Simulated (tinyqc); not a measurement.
Worked calculation: Koster-Slater impurity in an sp3s* host. Values are carried at full precision from step to step, so a last printed digit may differ when a step is redone from the rounded ones.

sp3s* tight binding, nearest neighbours only: anion (a) at 0, cation (c) at a/4 (1,1,1), orbitals s, px, py, pz, s* on each; k in units of 2 pi/a. With phases e_j = exp(i (pi/2) k.n_j) for n = (1,1,1), (1,-1,-1), (-1,1,-1), (-1,-1,1): g0 = (e1+e2+e3+e4)/4, g1 = (e1+e2-e3-e4)/4, g2 = (e1-e2+e3-e4)/4, g3 = (e1-e2-e3+e4)/4. The diagonal holds the levels Esa, Epa, Exa (s*) and Esc, Epc, Exc. Anion-cation block: <sa|sc> = Vss g0; <sa|xc> = Vsapc g1; <xa|sc> = -Vscpa g1; <xa|xc> = Vxx g0; <xa|yc> = <ya|xc> = Vxy g3, <xa|zc> = <za|xc> = Vxy g2, <ya|zc> = <za|yc> = Vxy g1; <s*a|xc> = Vxapc g1; <xa|s*c> = -Vpaxc g1; y and z take g2 and g3 in place of g1; s-s* and s*-s* vanish.

Parameters, chosen for this exercise (out of a larger set: near a published set for GaAs; not measured data):
- p = (-8.421, 1.034, -2.68, 3.661, 8.537, 6.757, -6.515, 1.947, 5.099, 4.443, 5.795, 4.792, 4.818) eV (order Esa, Epa, Esc, Epc, Exa, Exc, Vss, Vxx, Vxy, Vsapc, Vscpa, Vxapc, Vpaxc)
- N = 5 (mesh)
- V = -15.5 eV (shift of the p levels)

## The gap of the host

Gaps from the top of the valence band to Gamma, to the minimum on (x,0,0) from 0.5 to 1, and to L; the smallest is Eg.

top of the valence band on the scale of the parameters = -0.0011 eV

gaps (eV): Gamma 1.5700, Delta 2.0258, L 1.6758

Eg (smallest gap of the host) = 1.5700 eV

## Where the weight lies

A defect on a cation site (c) shifts the s level there by Vs or the three p levels by Vp and leaves the rest. A level in the gap solves 1/Vs = G_s(E) (symmetry A1) or 1/Vp = G_p(E) (T2, threefold), with G(E) = (1/N^3) sum over k and bands of w/(E - e), where w is the weight of the state on the s orbital of that site, or the mean weight on its px, py, pz. Mesh: k = f1 (-1,1,1) + f2 (1,-1,1) + f3 (1,1,-1), f = (j + 1/2)/N, j = 0 to N - 1. Energies from the top of the valence band at Gamma; the s* orbital of the site is left as it is. An infinite shift removes the s or p orbitals, the model of the ideal vacancy: G(E) = 0.

For each band: mean energy over the mesh and summed weights; each column of weights adds to one.

Bands:
```
band  mean energy (eV)  s weight  p weight
1              -10.926    0.1539    0.0194
2               -6.151    0.3745    0.0289
3               -2.295    0.0072    0.1164
4               -1.825    0.0036    0.1119
5                2.169    0.2472    0.1081
6                3.022    0.1623    0.0889
7                6.524    0.0002    0.2178
8                6.946    0.0002    0.2075
9                9.496    0.0478    0.0070
10              11.329    0.0032    0.0941
```

The filled bands hold 0.539 of the s orbital and 0.277 of each p orbital of the cation. Filled states add positive terms to G in the gap and empty ones negative terms.

## Green functions across the gap

G at nine energies E = Eg j/8.

G(E) (1/eV):
```
E (eV)       G_s       G_p
0.0000  -0.09789  -0.00717
0.1962  -0.11739  -0.03864
0.3925  -0.13998  -0.06279
0.5887  -0.16701  -0.08572
0.7850  -0.20056  -0.10974
0.9812  -0.24406  -0.13698
1.1775  -0.30396  -0.17058
1.3737  -0.39453  -0.21680
1.5700  -0.56363  -0.29354
```

Both fall with E, as dG/dE = -sum w/(E - e)^2 demands. G_s keeps its sign, so the vacancy has no level of this symmetry in the gap. G_p keeps its sign, so the vacancy has no level of this symmetry in the gap on this mesh; it nearly vanishes at an edge, where a finer mesh may put a level.

## A first estimate from the table

A defect that shifts the p level of its cation site by V has a level where the host Green function G_p(E) equals 1/V; E is counted from the top of the valence band. Find it by linear interpolation between the two rows that bracket it.

1/V = -0.06452 1/eV
estimated level = 0.407 eV

## The level and its weight on the defect

Solve by bisection with the full sum. The weight of the bound state on the shifted orbital is G^2/(-G'), which is also dE/dV.

level = 0.4072 eV
G'(E) = -0.11718 1/eV^2
weight on the defect orbital = 0.0355

The level lies 0.407 eV above the valence band and 1.163 eV below the conduction band. Only 3.6 % of it sits on the shifted orbital, the rest on other orbitals, so a shift of 1 eV moves the level by about 36 meV.

## Checks

- Sum of the s weights over all bands against one: both 1.00000.
- First moment of the s weights against the s level of the site, on the scale of the parameters: both -2.68000.

(tinyqc, `OMP_NUM_THREADS=1 python tinyqc.py 1451825 1451826 out.jsonl`, Intel(R) Xeon(R) Processor @ 2.30GHz, 1 thread, shared host, about 0.05 s.)
